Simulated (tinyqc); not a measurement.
# Short-channel transistor, virtual-source model with series resistance: two studies

The current per gate width is the charge at the top of the source barrier (the virtual source) times its velocity times a saturation function; al and be are fitting constants of the model. Units: I in uA/um, Rs in ohm um, so I Rs = 1e-6 I Rs in volts; Q in uC/cm^2, so I = 1e-4 Q vx0 Fsat with vx0 in cm/s.

Values chosen for this exercise:
- T = 300 K (temperature)
- Cinv = 3.74 uF/cm^2 (inversion capacitance)
- vx0 = 1.72e7 cm/s (velocity at the virtual source)
- mu = 1000 cm^2/(V s) (apparent mobility)
- L = 45 nm (channel length)
- VT0 = 0.321 V (threshold at zero drain voltage)
- dl = 0.083 V/V (drain-induced barrier lowering)
- n0 = 1.48 (subthreshold factor)
- nd = 0 1/V (growth of n with drain voltage)
- al = 3.5 (threshold shift (in units of Vt) from weak to strong inversion)
- be = 1.4 (sharpness of saturation)
- Rs = 150 ohm um (series resistance of each contact)

Constants: q = 1.602176634e-19 C, kB = 1.380649e-23 J/K, Vt = kB T/q. Results are converted to the units shown.

Each table varies one quantity; the others keep the values above.

## Effect of the velocity at the virtual source on the on and off currents

Intrinsic voltages Vg' = Vgs - I Rs, Vd' = Vds - 2 I Rs. n = n0 + nd Vd', VT = VT0 - dl Vd', Ff = 1/(1 + exp((Vg' - VT + al Vt/2)/(al Vt))), Q = Cinv n Vt ln(1 + exp((Vg' - VT + al Vt Ff)/(n Vt))), Vdsat = (vx0 L/mu)(1 - Ff) + Vt Ff, Fsat = u/(1 + u^be)^(1/be) with u = Vd'/Vdsat, and I = Q vx0 Fsat per width. I is solved self-consistently. Ion is I at Vgs = Vds = 0.5 V, Ioff at Vgs = 0, Vds = 0.5 V, and Rlin = Vds/I at Vgs = 0.5 V, Vds = 0.05 V.

Effect of the velocity at the virtual source on the on and off currents:
```
vx0 (cm/s),Ion (uA/um),Ioff (nA/um),log10(Ion/Ioff),Rlin (ohm um)
5e6,319.7,427.0,2.874,390.9
7.1e6,412.0,605.6,2.833,380.5
1e7,514.5,851.7,2.781,374.6
1.4e7,622.4,1190,2.719,371.1
2e7,736.9,1694,2.639,368.8
2.8e7,837.4,2361,2.550,367.4
4e7,928.3,3350,2.443,366.5
```

Read the table: what changes, and by how much?

As vx0 goes from 5e6 to 4e7 cm/s, Ion rises from 320 to 928 uA/um, Ioff rises from 427 to 3350 nA/um and Rlin falls from 391 to 367 ohm um. Ion changes by a factor of 2.90 and Ioff by 7.85. For vx0 = 1.4e7 to 4e7 cm/s the off current passes 1 uA/um, so the device is hardly off at Vgs = 0.

## Transfer curves at low and high drain voltage

Same model as above.

Columns for Vds = 0.05 V and 0.5 V; gm = dI/dVgs at 0.5 V.

Transfer curves at low and high drain voltage:
```
Vgs (V),"I, low Vds (uA/um)","I, high Vds (uA/um)",gm (uS/um)
0,0.45283,1.4590,35.300
0.06,1.9042,5.9369,132.99
0.12,7.1078,20.886,403.00
0.19,25.247,68.229,985.54
0.25,53.980,144.15,1533.7
0.31,85.212,249.81,1963.4
0.38,111.91,399.47,2282.4
0.44,126.11,541.30,2428.3
0.5,135.26,689.00,2480.4
```

What does the table show?

At Vds = 0.5 V the current spans 2.7 decades, from 1.46 to 689 uA/um. Between the first two rows the swing is 98.4 mV a decade, against n Vt ln 10 = 88.1. At Vgs = 0 the higher drain voltage raises the current by a factor of 3.22, at Vgs = 0.5 V by 5.09. The transconductance rises from 35.3 to 2480 uS/um; Cinv vx0, its value in strong inversion and saturation without series resistance, is 6430 uS/um.

Numbers from tinyqc (`OMP_NUM_THREADS=1 python tinyqc.py 2380139 2380140 out.jsonl`; about 0.01 s on one thread of a shared Intel Xeon 2.30GHz).
